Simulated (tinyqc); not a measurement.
One-diode model of a solar cell: two steps of the calculation.

J is the current delivered and Vj = V + J Rs the junction voltage. J = X JL - J01 (exp(Vj/(n1 Vt)) - 1) - Vj/Rp. The photocurrent does not depend on voltage.

Inputs (values chosen for the exercise); values of the order met in cells of cadmium telluride:
```
symbol,value,unit,meaning
T,323,K,temperature
JL,29.3,mA/cm^2,photocurrent at one sun
X,0.1,suns,concentration
J01,3e-10,A/cm^2,saturation current of the diode
n1,1.44,,ideality factor of the diode
Rs,1.4,ohm cm^2,series resistance
Rp,5000,ohm cm^2,shunt resistance
Pin,100,mW/cm^2,incident power at one sun
```

Constants: q = 1.602176634e-19 C, kB = 1.380649e-23 J/K, Vt = kB T/q. Results are converted to the units shown.

Problem 1. New Vj. Maximum power: dP/dVj = f = J (1 + 2 Rs G) - G Vj = 0. G = -dJ/dVj = J01 exp(Vj/(n1 Vt))/(n1 Vt) + 1/Rp. H = dG/dVj; f' = -2 G - 2 Rs G^2 + (2 Rs J - Vj) H; Vj(new) = Vj - f/f'.

Vj after iteration 1 = 0.60964767 V

Find: J; G; H; f; f'; Vj after iteration 2.

Solution 1.

J = 1.5977 mA/cm^2
G = 0.030398 S/cm^2
H = 0.75343 S/(cm^2 V)
f = -16.799 mA/cm^2
f' = -0.51934 S/cm^2
Vj after iteration 2 = 0.57730 V

Problem 2. Figures of merit. Jsc at V = 0, Voc at J = 0, the maximum power point where J (1 + 2 Rs G) = G Vj with G = -dJ/dVj; FF = Vmp Jmp/(Voc Jsc); efficiency Vmp Jmp/(X Pin). Empirical fill factor without parasitics FF0 = (v - ln(v + 0.72))/(v + 1), v = Voc/(n1 Vt).

Give: Jsc; Voc; Vmp; Jmp; FF; efficiency; FF0.

Solution 2.

Jsc = 2.929 mA/cm^2
Voc = 0.6433 V
Vmp = 0.5321 V
Jmp = 2.631 mA/cm^2
FF = 0.7430
efficiency = 14.00 %
FF0 = 0.7760

FF is 4.2 % below FF0. Removing one loss at a time changes the efficiency by: shunt +0.57, series resistance +0.10 points.

Program tinyqc, `OMP_NUM_THREADS=1 python tinyqc.py 2280002 2280003 out.jsonl`; Intel Xeon 2.30GHz, shared host, one thread, about 0.01 s.
